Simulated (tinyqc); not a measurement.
Thickness from two neighbouring fringes.

Inverse problem. At normal incidence a transparent film with an index between those of air and substrate, taken as constant, has reflectance minima at 2 n1 d = (m + 1/2) lam (small phase shifts at the substrate neglected). Find d and the order m of the shorter wavelength.

Parameters, values chosen for the exercise:

| symbol | value | unit | meaning |
|---|---|---|---|
| n1 | 2.06 |  | index of the transparent film |

wavelengths of two neighbouring reflectance minima (nm): 496  562.13333

Solution. Neighbouring orders differ by one: 2 n1 d (1/lam1 - 1/lam2) = 1.

d = 1023 nm
m = 8

tinyqc, about 0.01 s, one thread, Intel Xeon 2.30GHz (shared host): `OMP_NUM_THREADS=1 python tinyqc.py 2870113 2870114 out.jsonl`
